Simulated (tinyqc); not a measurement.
From results back to parameters: exchange-split free-electron bands and tunnelling magnetoresistance. Three cases, with inputs chosen for the exercise.

Problem. The electron density n_up + n_dn and the polarisation of the density of states, P = (k_up - k_dn)/(k_up + k_dn), are given; EF and Dx are hidden.

Majority and minority bands E = c k^2/m -/+ Dx/2, c = hbar^2/2m0, so k_up = sqrt(m (EF + Dx/2)/c), k_dn = sqrt(m (EF - Dx/2)/c); n_s = k_s^3/(6 pi^2), D_s = m k_s/(4 pi^2 c).

Constants: hbar^2/2m0 = 3.80998211 eV angstrom^2.

Case 1.

Values chosen: m = 1.19 m0 (mass in the electrodes).
n = 0.0407023 1/angstrom^3
P = 0.315002

Case 2.

Values chosen: m = 1.36 m0 (mass in the electrodes).
n = 0.0555475 1/angstrom^3
P = 0.536091

Case 3.

Values chosen: m = 0.99 m0 (mass in the electrodes).
n = 0.0372771 1/angstrom^3
P = 0.400866

Find: k_up, k_dn; EF; Dx.

Solution. k_dn/k_up = (1 - P)/(1 + P); n then fixes k_up; EF is the mean and Dx the difference of the two kinetic energies.

Case 1.

k_up, k_dn (1/angstrom): 1.2830  0.6683

EF = 3.35 eV
Dx = 3.84 eV

Case 2.

k_up, k_dn (1/angstrom): 1.4738  0.4451

EF = 3.32 eV
Dx = 5.53 eV

Case 3.

k_up, k_dn (1/angstrom): 1.2698  0.5431

EF = 3.67 eV
Dx = 5.07 eV

Computed by tinyqc, one run a case: `OMP_NUM_THREADS=1 python tinyqc.py N N+1 out.jsonl` with N = 1682024, 1682030, 1682065; one thread of a shared Intel(R) Xeon(R) Processor @ 2.30GHz, about 0.01 s a run at most.
